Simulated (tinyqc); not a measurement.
Wafer and channel orientation: ellipsoidal valleys in the axes of a wafer and a channel.

Valleys with axes a along x, y and z, two valleys each; inverse mass tensor w = 1/mt + (1/ml - 1/mt) a a. Device axes: z = nz/|nz|, x = nx/|nx|, y = z cross x; in them a = (ax, ay, az). Confinement mass mz = 1/w_zz. In the plane w_ij is replaced by u_ij = w_ij - w_iz w_jz/w_zz (i, j = x, y); density-of-states mass md = 1/sqrt(det u); conductivity mass along x mc = 1/u_xx; ballistic transport mass mx = u_yy/det u, width mass my = 1/u_yy.

Hard walls: E_n = c (n pi/t)^2/mz, c = hbar^2/2m0, n = 1, 2, 3. Non-degenerate share of a valley proportional to md sum_n exp(-E_n/kT); mean 1/mc = sum of share/mc. 1 nm = 10 angstrom.

Constants: hbar^2/2m0 = 3.80998211 eV angstrom^2; kB = 8.617333262e-05 eV/K.

Values chosen for the exercise (near those of the Delta valleys of Si; shifted at random, so the results belong to these values and not to a real crystal): ml = 0.911 m0 (longitudinal mass); mt = 0.186 m0 (transverse mass); t = 3.6 nm (thickness of the film); T = 77 K (temperature).

For each face/channel: the lowest ladder (mz, number of valleys, md, E1, share) and the mean conductivity mass over all valleys.

Results:
```
face/channel     mz  valleys     md  E1 (meV)  share  mean mc
(110)/[1-11]  0.309        4  0.319      93.9  1.000   0.3325
(110)/[1-10]  0.309        4  0.319      93.9  1.000   0.5484
(111)/[11-2]  0.253        6  0.353     114.6  1.000   0.2911
(100)/[011]   0.911        2  0.186      31.8  1.000   0.1860
(111)/[1-10]  0.253        6  0.353     114.6  1.000   0.2911
(113)/[1-10]  0.533        2  0.243      54.4  1.000   0.1860
(001)/[100]   0.911        2  0.186      31.8  1.000   0.1860
```

What can be read from this table?

The mean conductivity mass is lowest, 0.1860, for (100)/[011], (113)/[1-10] and (001)/[100] and highest, 0.5484, for (110)/[1-10]; the bulk value is 0.2532. The confinement energy is lowest on the face with the heaviest mz ((100), 32 meV). The density of states of the lowest ladder, valleys times md, runs between 0.372 and 2.117; a small value limits the charge through the quantum capacitance.

(tinyqc, `OMP_NUM_THREADS=1 python tinyqc.py 1880211 1880212 out.jsonl`, Intel(R) Xeon(R) Processor @ 2.30GHz, 1 thread, shared host, about 0.01 s.)
